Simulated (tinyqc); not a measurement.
Inside a calculation. Method: Hubbard chain of 4 sites. One step of it, computed by the program tinyqc.

Problem. Mean-field iteration 3. H(up) = T + U n(down), H(down) = T + U n(up); fill the lowest levels; n(new) = n + mixing (n(out) - n); E = tr T (rho up + rho down) + U sum n_up n_down of the output.

one-body matrix (hopping and site energies) (eV), lower triangle:
```
,1,2,3,4
1,0.000000
2,-1.730000,0.000000
3,0.000000,-1.730000,0.000000
4,0.000000,0.000000,-1.730000,0.000000
```

U = 2.000000 eV

electrons, up and down: 3  2

mixing = 1

n(up) after iteration 2: 1 0.867562, 2 0.633694, 3 0.642916, 4 0.855828

n(down) after iteration 2: 1 0.447987, 2 0.550774, 3 0.541692, 4 0.459546

Give: levels, up; levels, down; energy; n(up) after iteration 3; n(down) after iteration 3.

Solution.

levels, up (eV): -1.7597  -0.1123  2.0297  3.8423

levels, down (eV): -1.4089  0.5198  2.6789  4.2102

energy = -3.6899 eV

n(up) after iteration 3: 1 0.8717, 2 0.6279, 3 0.6300, 4 0.8704

n(down) after iteration 3: 1 0.4497, 2 0.5489, 3 0.5435, 4 0.4579
